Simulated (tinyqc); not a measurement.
Thermionic emission over a Gaussian spread of barriers: effect of the spread.

Metal on an n-type semiconductor with one parabolic valley; V > 0 is forward bias (metal positive). Patches of barrier height b are spread as a Gaussian with mean phi - r2 V and variance sg^2 + r3 V; each carries A* T^2 exp(-b/Vt) [exp(V/Vt) - 1].

A* = 4 pi q me m0 kB^2/h^3 (times 1e-4 for A/(cm^2 K^2)). At zero bias the mean of exp(-b/Vt) gives phi_ap(0) = phi - sg^2/(2 Vt), J0 = A* T^2 exp(-phi_ap(0)/Vt), and the current is centred on b = phi - sg^2/Vt.

Inputs (values chosen for the exercise); band and dielectric values close to those of indium phosphide:
- T = 250 K (temperature)
- me = 0.0812 m0 (electron mass)
- phi = 1.07 eV (barrier height seen from the metal)

Constants: q = 1.602176634e-19 C, kB = 1.380649e-23 J/K, h = 6.62607015e-34 J s, m0 = 9.1093837015e-31 kg, Vt = kB T/q. Results are converted to the units shown.

Results:
```
sg (eV)	phi_ap(0) (eV)	J0 (A/cm^2)	barrier that carries most current (eV)
0.02	1.061	2.524e-16	1.051
0.033	1.045	5.303e-16	1.019
0.046	1.021	1.603e-15	0.9718
0.058	0.9919	6.151e-15	0.9138
0.084	0.9062	3.283e-13	0.7425
0.097	0.8516	4.142e-12	0.6333
```

Estimate the missing row, sg = 0.071 eV.

Computed row:
```
sg (eV)	phi_ap(0) (eV)	J0 (A/cm^2)	barrier that carries most current (eV)
0.071	0.9530	3.746e-14	0.8360
```

With this row back in the table: The apparent barrier falls from 1.06 to 0.852 eV, by sg^2/(2 Vt), and J0 grows by a factor of 16400 over the table. The lowering equals Vt at sg = sqrt(2) Vt = 0.0305 eV. In 3 of the 7 rows sg exceeds 3 Vt, so the current comes from more than three deviations below the mean, a tiny share of the area that a Gaussian of independent patches describes poorly.

Program tinyqc, `OMP_NUM_THREADS=1 python tinyqc.py 2640078 2640079 out.jsonl`; Intel Xeon 2.30GHz, shared host, one thread, about 0.01 s.
